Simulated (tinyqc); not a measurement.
# p-n diode with diffusion and depletion-layer recombination: what changes with what

Abrupt junction in the depletion approximation, low injection, full ionisation, neutral widths fixed, ohmic contact on the p side. Vj is the junction voltage; where a series resistance Rs is given, V = Vj + J Rs is the terminal voltage.

Parameters, values chosen for the exercise; band and dielectric values close to those of indium phosphide: temperature T = 293 K; band gap Eg = 1.34 eV; relative permittivity eps_r = 12.3; conduction-band density of states at T Nc = 5.42e17 cm^-3; valence-band density of states at T Nv = 1.06e19 cm^-3; acceptor density Na = 1.7e16 cm^-3; donor density Nd = 7.4e15 cm^-3; electron mobility in the p side mun = 3300 cm^2/(V s); hole mobility in the n side mup = 170 cm^2/(V s); electron lifetime tn = 1e-6 s; hole lifetime tp = 3e-9 s; neutral width of the p side wp = 51 um; neutral width of the n side wn = 1.6 um; recombination velocity at the n contact Sp = 1e7 cm/s; series resistance Rs = 0.00031 ohm cm^2; trap level above the intrinsic level Et = 0.1 eV; junction voltage at which recombination is evaluated Vj = 0.42 V.

Constants: q = 1.602176634e-19 C, kB = 1.380649e-23 J/K, Vt = kB T/q, eps0 = 8.8541878128e-14 F/cm where lengths are in cm. Results are converted to the units shown.

Each table varies one quantity; the others keep the values above.

## Currents and ideality against junction voltage

ni = sqrt(Nc Nv) exp(-Eg/(2 Vt)), Eg in volts; D = mu Vt; Ln = sqrt(Dn tn), Lp = sqrt(Dp tp); J0n = q ni^2 Dn coth(wp/Ln)/(Ln Na); J0p = (q ni^2 Dp/(Lp Nd)) (s + tanh(wn/Lp))/(1 + s tanh(wn/Lp)), s = Sp Lp/Dp. J_diff = (J0n + J0p)(exp(Vj/Vt) - 1). Vbi = Vt ln(Na Nd/ni^2), W = sqrt(2 eps0 eps_r (Vbi - Vj)(1/Na + 1/Nd)/q), xp = W Nd/(Na + Nd), xn = W Na/(Na + Nd); u(x) = q Na (x + xp)^2/(2 eps0 eps_r) for x < 0 and Vbi - Vj - q Nd (xn - x)^2/(2 eps0 eps_r) for x > 0; p = Na exp(-u/Vt), n = Nd exp((u - Vbi + Vj)/Vt); U = ni^2 (exp(Vj/Vt) - 1)/(tp (n + ni exp(Et/Vt)) + tn (p + ni exp(-Et/Vt))); J_scr = q times the integral of U from -xp to xn. J = J_diff + J_scr. Ideality = (1/Vt) dVj/d ln J or (1/Vt) dV/d ln J; last column ni^2 exp(Vj/Vt)/N^2.

Currents and ideality against junction voltage:
columns A: Vj (V); B: J_diff (A/cm^2); C: J_scr (A/cm^2); D: J (A/cm^2); E: V (V); F: ideality against Vj; G: ideality against V; H: minority/doping, lighter side
```
A             B         C         D       E      F      G          H
0.27  2.470e-12  6.666e-9  6.668e-9  0.2700  1.911  1.911  4.132e-14
0.35  5.872e-11  3.499e-8  3.505e-8  0.3500  1.905  1.905  9.823e-13
0.43   1.396e-9  1.853e-7  1.867e-7  0.4300  1.880  1.880  2.335e-11
0.51   3.318e-8  9.982e-7  1.031e-6  0.5100  1.818  1.818  5.551e-10
0.59   7.887e-7  5.525e-6  6.314e-6  0.5900  1.659  1.659   1.319e-8
0.67   1.875e-5  3.200e-5  5.074e-5  0.6700  1.379  1.379   3.136e-7
0.76   6.623e-4  2.508e-4  9.131e-4  0.7600  1.127  1.127   1.108e-5
0.84    0.01574  0.001608   0.01735  0.8400  1.043  1.043   2.634e-4
0.92     0.3742  0.005713    0.3799  0.9201  1.012  1.017   0.006260
```

What does the table show?

The ideality against Vj falls from 1.91 to 1.01. Diffusion overtakes recombination in the layer between Vj = 0.67 and 0.76 V. J_scr alone has an ideality of 1.91 between the first two rows and 2.50 between the last two.

## Effect of the donor density

Same model as above.

J = J_diff + J_scr.

The same in every row: J0n (A/cm^2) = 8.712e-18; wn/Lp = 1.410.

Effect of the donor density:
```
Nd (cm^-3)  J0p (A/cm^2)  J_diff (A/cm^2)  J_scr (A/cm^2)  J_scr/J (%)
1e15           3.503e-16         6.017e-9        4.640e-7        98.72
2.2e15         1.592e-16         2.814e-9        2.964e-7        99.06
4.8e15         7.298e-17         1.369e-9        1.913e-7        99.29
1e16           3.503e-17        7.331e-10        1.272e-7        99.43
2.3e16         1.523e-17        4.012e-10        8.213e-8        99.51
5e16           7.006e-18        2.634e-10        7.562e-8        99.65
1.1e17         3.184e-18        1.994e-10        7.556e-8        99.74
```

As Nd goes from 1e15 to 1.1e17, J0p falls from 3.50e-16 to 3.18e-18 A/cm^2, J_scr falls from 4.64e-7 to 7.56e-8 A/cm^2 and its share rises from 98.7 to 99.7 %. J0p goes as Nd^(-1.00) at the start and Nd^(-1.00) at the end.

tinyqc, about 0.01 s, one thread, Intel Xeon 2.30GHz (shared host): `OMP_NUM_THREADS=1 python tinyqc.py 2260027 2260028 out.jsonl`
